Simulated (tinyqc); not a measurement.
Q-state Potts model on a small periodic square lattice: enumeration, Metropolis, heat-bath and Wolff steps: one step, computed by the program tinyqc.

E = -J x (number of nearest-neighbour bonds with equal states); n x n sites with periodic edges have 2 n^2 bonds. Order parameter m = (q f - 1)/(q - 1), f being the largest share of one state. Sites are numbered row by row from 0. Here q = 3 and n = 3.

Problem. Eight single-site steps. Site = floor(r1 n^2). State c is drawn with probability exp(K k_c)/sum exp(K k), k_c the number of neighbours in state c: the first c whose cumulative probability reaches r2; r3 is not used.

Inputs (values chosen for the exercise, for a model of domains or grain orientations): temperature T = 915 K.

Update: heat bath.

start states:
```
   1  2  3
1  2  1  2
2  0  2  1
3  0  2  1
```

random numbers, one row a step:
```
        1       2       3
1  0.0426  0.9699  0.5624
2  0.6064  0.9059  0.4224
3  0.3256  0.3598  0.6539
4  0.4894  0.5819  0.4825
5  0.6589  0.1528  0.9556
6  0.0510  0.0911  0.7160
7  0.4944  0.0626  0.3436
8  0.9513  0.2292  0.5567
```

K = 0.9131424

Give: the table «Steps» with the columns old, neighbours in each state, P(old), P(new), new; states afterwards.

Solution.

Steps:
```
site  old  neighbours in each state   P(old)   P(new)  new
0       2                     2 1 1  0.22261  0.22261    2
5       1                     1 1 2  0.22261  0.55478    2
2       2                     0 2 2  0.46275  0.46275    1
4       2                     1 1 2  0.55478  0.55478    2
5       2                     1 2 1  0.22261  0.22261    0
0       2                     2 2 0  0.07451  0.46275    0
4       2                     2 1 1  0.22261  0.55478    0
8       1                     2 1 1  0.22261  0.55478    0
```

states afterwards:
```
   1  2  3
1  0  1  1
2  0  0  0
3  0  2  0
```
